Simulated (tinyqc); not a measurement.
Raising U: Hubbard chain of 3 sites, mean field against exact. Computed by the program tinyqc. Collinear unrestricted mean field (the lowest of 40 random starts) against exact diagonalisation.

one-body matrix (hopping and site energies) (eV):
```
         1        2        3
1   0.0000  -0.7700   0.0000
2  -0.7700   0.0000  -0.7700
3   0.0000  -0.7700   0.0000
```

electrons, up and down: 2  1

Exact and mean-field results (eV):
```
U          U/t   E exact  E mean field  mean |n_up - n_down|  double occupancy, exact  first gap in the sector
0.390    0.506  -1.94585      -1.93666                 0.368                    0.188                    1.035
0.770    1.000  -1.74293      -1.70816                 0.413                    0.168                    0.973
1.540    2.000  -1.40147      -1.28333                 0.556                    0.129                    0.838
2.310    3.000  -1.14372      -0.95697                 0.729                    0.096                    0.711
3.080    4.000  -0.95177      -0.74283                 0.837                    0.072                    0.606
4.620    6.000  -0.69818      -0.50580                 0.926                    0.042                    0.454
6.160    8.000  -0.54494      -0.38190                 0.958                    0.026                    0.358
9.240   12.000  -0.37480      -0.25576                 0.981                    0.013                    0.248
15.400  20.000  -0.22873      -0.15381                 0.993                 4.85e-03                    0.152
```

What does the comparison show, and why?

In absolute terms mean field is worst at U/t = 4.0, 0.209 eV too high: at small U it is nearly exact, and at large U it misses only exchange-scale energies. Relative to the exact energy its error is 0.5 % at the smallest U, 33 % at most and 33 % at the largest. The double occupancy falls from 0.188 to 0.005; at the largest U the first gap is 0.99 times the exchange scale 4t^2/U.
